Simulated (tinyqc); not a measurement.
Inside a calculation. Method: Luttinger-Kohn k.p, four valence bands. Computed by tinyqc, a small Python program that keeps every step. Settings: g1 = 17.02, g2 = 3.49, g3 = 5.43. Command: `OMP_NUM_THREADS=1 python tinyqc.py 25837 25838 out.jsonl` (the two numbers bound the seeds that draw the settings). One thread of a shared host (Intel(R) Xeon(R) Processor @ 2.60GHz), about 0.01 s of CPU time with the checks.

## Bloch Hamiltonian at k

Luttinger parameters chosen for this model; energies are counted downward from the top of the valence band:
```
parameter      value  unit
g1         17.020000
g2          3.490000
g3          5.430000
```

k point k (1/angstrom): [0.00800, 0.05000, 0.00700]

P = c g1 k^2, Q = c g2 (kx^2 + ky^2 - 2 kz^2), R = c sqrt3 [-g2 (kx^2 - ky^2) + 2i g3 kx ky], S = 2 c sqrt3 g3 (kx - i ky) kz, c = hbar^2/2m = 3.809982 eV angstrom^2; rows [P+Q, -S, R, 0], [-S*, P-Q, 0, R], [R*, 0, P-Q, S], [0, R*, S*, P+Q]. The path ends lie at |k| = 0.06 1/angstrom.

H(k) at k (eV), order 3/2, 1/2, -1/2, -3/2:
$$\begin{pmatrix}
0.20223 & -0.00401+0.02508i & 0.05610+0.02867i & 0.00000 \\
-0.00401-0.02508i & 0.13665 & 0.00000 & 0.05610+0.02867i \\
0.05610-0.02867i & 0.00000 & 0.13665 & 0.00401-0.02508i \\
0.00000 & 0.05610-0.02867i & 0.00401+0.02508i & 0.20223
\end{pmatrix}$$

## Levels at k

Diagonalise the Hermitian matrix.

eigenvalues (eV): [0.09401, 0.09401, 0.24487, 0.24487]

## Bands along a path

The same steps at evenly spaced points between the labelled ones.

Bands along the path (eV):
```
k              band 1   band 2   band 3   band 4
[111]         0.08449  0.08449  0.38240  0.38240
[111]-G 0.20  0.05407  0.05407  0.24474  0.24474
[111]-G 0.40  0.03042  0.03042  0.13766  0.13766
[111]-G 0.60  0.01352  0.01352  0.06118  0.06118
[111]-G 0.80  0.00338  0.00338  0.01530  0.01530
G             0.00000  0.00000  0.00000  0.00000
G-[100] 0.20  0.00551  0.00551  0.01317  0.01317
G-[100] 0.40  0.02203  0.02203  0.05267  0.05267
G-[100] 0.60  0.04957  0.04957  0.11851  0.11851
G-[100] 0.80  0.08813  0.08813  0.21068  0.21068
[100]         0.13771  0.13771  0.32918  0.32918
```

## Hole masses

E = c [g1 k^2 -/+ 2 sqrt(g2^2 k^4 + 3 (g3^2 - g2^2)(kx^2 ky^2 + ky^2 kz^2 + kz^2 kx^2))] with c = hbar^2/2m, and m* = hbar^2 k^2 / (2 E).

Masses (electron masses):
```
direction    heavy    light
[100]      0.09960  0.04167
[110]      0.14310  0.03697
[111]      0.16234  0.03587
```
